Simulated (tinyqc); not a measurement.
Single-oscillator infrared dielectric function of a polar cubic crystal: one step, computed by the program tinyqc. Command: `OMP_NUM_THREADS=1 python tinyqc.py 3008828 3008829 out.jsonl infrared walk`. One thread of a shared host (Intel(R) Xeon(R) Processor @ 2.30GHz), about 0.01 s of CPU time with the checks.

One ion pair, charges +Z* and -Z*, in a cell of volume Omega = a^3/4. Frequencies omega are given as wavenumbers (1/cm); eps_s is the static dielectric constant.

Problem. Optical constants at the probe frequency. eps(omega) = eps_inf + W^2/(omega_TO^2 - omega^2 - i gamma omega); n + i k = sqrt(eps) with k >= 0; R = |(n + i k - 1)/(n + i k + 1)|^2 at normal incidence from vacuum. omega is the probe ratio times omega_TO. Intensity decays over 1/(4 pi omega k); the loss function is Im(-1/eps).

Inputs (values chosen for the exercise, modelled on aluminium arsenide): omega_TO = 360 1/cm; eps_inf = 8.44; phonon damping gamma = 4 1/cm; probe frequency / omega_TO = 1.

Structure: zinc blende. Free carriers: absent.

W = 533.2161 1/cm

Give: omega; Re eps; Im eps; n; k; reflectivity R; penetration depth of the intensity; loss function.

Solution.

omega = 360 1/cm

Re eps = 8.44

Im eps = 197.4

n = 10.15

k = 9.726

reflectivity R = 0.8145

penetration depth of the intensity = 0.2273 micrometre

loss function = 0.005055

Re eps is positive, but k is a large share of n: the wave is absorbed within about a wavelength.
